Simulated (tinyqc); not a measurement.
Hopping conduction between localised states: one step, computed by the program tinyqc.

Energies are counted from the Fermi level. A small network shows the mechanism; the laws of an infinite system follow.

Task: Kirchhoff solution. Site 1 is held at potential 1 and site 6 at 0; Kirchhoff's law sum_j G_ij (u_i - u_j) = 0 fixes the others; G = sum_j G_1j (1 - u_j). G_ij = G_0 exp(-s_ij).

Inputs (values chosen for the exercise, for a model impurity band): conductance scale G_0 = 1 microsiemens; temperature T = 19 K.

Dimension: 2D.

s_ij:
```
          1         2         3         4         5         6
1   0.00000   6.62682  10.85828  13.59698  16.69756  19.65488
2   6.62682   0.00000  10.48655  10.68870  14.81174  19.65036
3  10.85828  10.48655   0.00000   9.74034  13.46284  15.67688
4  13.59698  10.68870   9.74034   0.00000   8.40987  12.91253
5  16.69756  14.81174  13.46284   8.40987   0.00000   7.66903
6  19.65488  19.65036  15.67688  12.91253   7.66903   0.00000
```

Give: potentials; conductance G; -ln(G/G_0).

Result:

potentials: 1.0000  0.9784  0.5663  0.2424  0.0798  0.0000

conductance G = 3.7962e-05 microsiemens

-ln(G/G_0) = 10.179
